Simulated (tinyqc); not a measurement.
Carrier lifetime of an n-type layer with SRH, radiative, Auger and surface recombination: two steps of the calculation.

Uniform excess density dn = dp (no trapping), n = n0 + dn, p = p0 + dn, Boltzmann statistics, full ionisation. Surfaces enter as a rate 2 S dn/d, which holds while diffusion to them is fast.

Values chosen for this exercise; band and dielectric values close to those of silicon:
```
symbol     value    unit                                      meaning
T            300       K                                  temperature
Eg          1.11      eV                                     band gap
Nc       2.75e19   cm^-3       conduction-band density of states at T
Nv       2.69e19   cm^-3          valence-band density of states at T
B       4.66e-15  cm^3/s                        radiative coefficient
N         7.2e17   cm^-3                                donor density
Cn         3e-31  cm^6/s            Auger coefficient (two electrons)
Cp       8.7e-32  cm^6/s                Auger coefficient (two holes)
Nt        1.1e13   cm^-3                                 trap density
sn         3e-17    cm^2          capture cross-section for electrons
sp         6e-17    cm^2              capture cross-section for holes
vth          1e7    cm/s             thermal velocity (both carriers)
Et          0.79      eV         trap level below the conduction band
S              0    cm/s  surface recombination velocity (both faces)
d              2      um                             sample thickness
```

Constants: q = 1.602176634e-19 C, kB = 1.380649e-23 J/K, Vt = kB T/q. Results are converted to the units shown.

Problem 1. Equilibrium densities and SRH constants. ni = sqrt(Nc Nv) exp(-Eg/(2 Vt)), Eg in volts; majority density N/2 + sqrt(N^2/4 + ni^2), n0 p0 = ni^2; n1 = Nc exp(-Et/Vt), p1 = Nv exp((Et - Eg)/Vt); tn0 = 1/(sn vth Nt), tp0 = 1/(sp vth Nt).

Wanted: ni; n0; p0; n1; p1; tn0; tp0.

Solution 1.

ni = 1.291e10 cm^-3
n0 = 7.200e17 cm^-3
p0 = 231.5 cm^-3
n1 = 1.472e6 cm^-3
p1 = 1.132e14 cm^-3
tn0 = 3.030e-4 s
tp0 = 1.515e-4 s

Problem 2. Lifetime, shares and quasi-Fermi splitting. With e = n p - ni^2 = dn (n0 + p0 + dn): U_SRH = e/(tp0 (n + n1) + tn0 (p + p1)), U_rad = B e, U_Aug = (Cn n + Cp p) e, U_s = 2 S dn/d. tau = dn/U, shares of U, splitting Vt ln(n p/ni^2), radiative efficiency U_rad/U.

converged dn = 1.9941660e13 cm^-3
ni = 1.2910791e10 cm^-3
n0 = 7.2e17 cm^-3
p0 = 231.51183 cm^-3
n1 = 1.4720305e6 cm^-3
p1 = 1.1323714e14 cm^-3
tn0 = 3.0303030e-4 s
tp0 = 1.5151515e-4 s

Give: tau; shares; quasi-Fermi splitting.

Solution 2.

tau = 6.0429e-6 s
shares (%): SRH 3.987, radiative 2.028, Auger 93.986, surface 0.000
quasi-Fermi splitting = 0.65093 V

Auger recombination takes the largest share. dn is 2.8e-5 times the doping: low injection.

Numbers from tinyqc (`OMP_NUM_THREADS=1 python tinyqc.py 2300051 2300052 out.jsonl`; about 0.01 s on one thread of a shared Intel Xeon 2.30GHz).
